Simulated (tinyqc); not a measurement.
## Trapped share and trap depth from dynamic on-resistance

Inverse problem. Traps remove the share ft of the electrons in the drain access (length Ld, sheet resistance Rsh before stress), so Ron grows by Rsh Ld ft/(1 - ft). The recovery time goes as T^(-2) exp(q Ea/(kB T)). Find ft and Ea.

Values chosen for this exercise: drain access length Ld = 12 um.

Constants: q = 1.602176634e-19 C, kB = 1.380649e-23 J/K. Results are converted to the units shown.

Ron before and just after an off-state stress (ohm mm): [11.456555, 14.555355]
Rsh = 774.69993 ohm
recovery times at 340 and 390 K (s): [2.3, 0.34627408]

Solution. The rise of Ron over Rsh Ld is ft/(1 - ft); ln(t T^2) is linear in 1/T.

ft = 0.250
Ea = 0.370 eV

Computed by the program tinyqc: `OMP_NUM_THREADS=1 python tinyqc.py 2570162 2570163 out.jsonl`, one thread of a shared Intel Xeon 2.30GHz, about 0.03 s for the whole run.
